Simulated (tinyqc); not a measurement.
Hubbard ring of 5 sites, step by step. Computed by tinyqc, a small Python program that keeps every step. Settings: hopping = 1.98, U = 8.3, mixing = 0.5, iteration cap = 65. Command: `OMP_NUM_THREADS=1 python tinyqc.py 25010 25011 out.jsonl` (the two numbers bound the seeds that draw the settings). One thread of a shared host (Intel(R) Xeon(R) Processor @ 2.60GHz), about 0.2 s of CPU time with the checks. Later iterations appear only in the table of the cycle.

## Mean-field iteration 1

one-body matrix (hopping and site energies) (eV):
```
           1          2          3          4          5
1  -0.800000  -1.980000   0.000000   0.000000  -1.980000
2  -1.980000   0.700000  -1.980000   0.000000   0.000000
3   0.000000  -1.980000  -0.740000  -1.980000   0.000000
4   0.000000   0.000000  -1.980000   0.730000  -1.980000
5  -1.980000   0.000000   0.000000  -1.980000   0.030000
```

U = 8.300000 eV

electrons, up and down: 3  2

mixing = 0.500000

n(up) at the start (a guess, not normalised): 1 0.600000, 2 0.600000, 3 0.600000, 4 0.600000, 5 0.600000

n(down) at the start (a guess): 1 0.400000, 2 0.400000, 3 0.400000, 4 0.400000, 5 0.400000

H(up) = T + U n(down), H(down) = T + U n(up); fill the lowest levels; n(new) = n + mixing (n(out) - n); E = tr T (rho up + rho down) + U sum n_up n_down of the output.

levels, up (eV): -0.724396  1.582591  2.491063  6.468659  6.702083

levels, down (eV): 0.935604  3.242591  4.151063  8.128659  8.362083

energy = -1.659109 eV

n(up) after iteration 1: 1 0.649344, 2 0.539968, 3 0.651288, 4 0.552694, 5 0.606706

n(down) after iteration 1: 1 0.502127, 2 0.289525, 3 0.544529, 4 0.305102, 5 0.358717

## Mean-field iteration 2

As before.

levels, up (eV): -0.671512  1.928785  2.224744  6.393904  6.644080

levels, down (eV): 0.989321  3.544025  3.923674  8.095928  8.267052

energy = -2.355716 eV

n(up) after iteration 2: 1 0.614825, 2 0.586882, 3 0.596859, 4 0.582396, 5 0.619038

n(down) after iteration 2: 1 0.541251, 2 0.246529, 3 0.586565, 4 0.280258, 5 0.345397

## Mean-field iteration 3

As before.

levels, up (eV): -0.697778  1.716623  2.387850  6.414852  6.698453

levels, down (eV): 0.949162  3.283815  4.129611  8.131812  8.325601

energy = -2.585051 eV

n(up) after iteration 3: 1 0.573291, 2 0.635162, 3 0.542518, 4 0.614609, 5 0.634421

n(down) after iteration 3: 1 0.576195, 2 0.214822, 3 0.633857, 4 0.250737, 5 0.324389

## Convergence

Each step fills the lowest levels of T + U n(other spin) and sets n(new) = n + mixing (n(out) - n); stop when output and input agree to 1e-8.

Course of the cycle:
```
iteration       E (eV)  largest |n(out) - n(in)|  mean |n_up - n_down|
1          -1.65910894                  2.89e-01              0.200000
2          -2.35571650                  1.09e-01              0.234496
3          -2.58505146                  1.09e-01              0.308942
4          -2.82094323                  1.13e-01              0.385204
5          -3.06377726                  1.13e-01              0.461869
6          -3.30125944                  1.07e-01              0.535544
7          -3.51013692                  1.05e-01              0.601357
8          -3.66899545                  9.83e-02              0.655328
9          -3.77312554                  8.51e-02              0.696315
10         -3.83362788                  6.88e-02              0.725808
11         -3.86598326                  5.27e-02              0.746387
...                ...                       ...                   ...
43         -3.89796537                  3.34e-07              0.791118
44         -3.89796537                  2.29e-07              0.791118
45         -3.89796537                  1.57e-07              0.791118
46         -3.89796537                  1.07e-07              0.791118
47         -3.89796537                  7.34e-08              0.791118
48         -3.89796537                  5.03e-08              0.791118
49         -3.89796537                  3.44e-08              0.791118
50         -3.89796537                  2.36e-08              0.791118
51         -3.89796537                  1.61e-08              0.791118
52         -3.89796537                  1.11e-08              0.791118
53         -3.89796537                  7.57e-09              0.791118
```

local moments n_up - n_down: 1 -0.739861, 2 0.775892, 3 -0.737934, 4 0.847801, 5 0.854103

Converged in 53 iterations. Before convergence this energy mixes input and output and is not variational, so it may rise towards its limit.

## Exact diagonalisation (100 states)

Lowest levels of the sector, and the double occupancy of the lowest state.

lowest levels (eV): -5.174271  -5.065007  -3.409616  -3.033635  -3.012393  -1.752583

double occupancy per site = 0.093110

The mean-field solution above lies 1.2763 eV above the exact energy.

## The lowest level by Lanczos steps

From a random start vector (not printed): a_j = <q_j|H|q_j>, b_j = norm of the remainder after orthogonalising; the Ritz value is the lowest eigenvalue of the tridiagonal matrix of a and b so far.

Lanczos:
```
j    a_j (eV)  b_j (eV)  lowest Ritz value (eV)
1    6.060885  7.342084              6.06088478
2    7.546700  8.057249             -0.57578107
3    9.849267  6.933101             -3.22445047
4    9.953101  7.450913             -4.02237670
5    9.826844  8.372398             -4.37445751
6   10.308938  8.179576             -4.63569280
7   10.358412  7.852304             -4.85329927
8   11.623540  6.460776             -4.99586926
9   11.201633  6.990939             -5.04046334
10   9.454588  7.112243             -5.05674398
```
